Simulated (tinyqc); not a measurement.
Worked calculation: one-electron ion in a basis of Gaussians. One step of it, computed by the program tinyqc.

Question. Generalised eigenproblem. Solve H C = S C e through S^(-1/2); each column has its largest component positive (the first on a tie).

H = T + V (hartree):
```
           1          2
1  -1.571140  -1.608444
2  -1.608444  -2.131152
```

S:
```
          1         2
1  1.000000  0.813088
2  0.813088  1.000000
```

Give: eigenvalues of S; eigenvalues; coefficients.

Answer.

eigenvalues of S: 0.1869  1.8131

eigenvalues (hartree): -2.1727  -1.0339

coefficients:
```
         1        2
1  -0.3283   1.6861
2   1.2485  -1.1799
```

For Z = 5 and l = 1 the exact lowest level is -Z^2/(2 n^2) with n = l + 1: -3.125000 hartree.
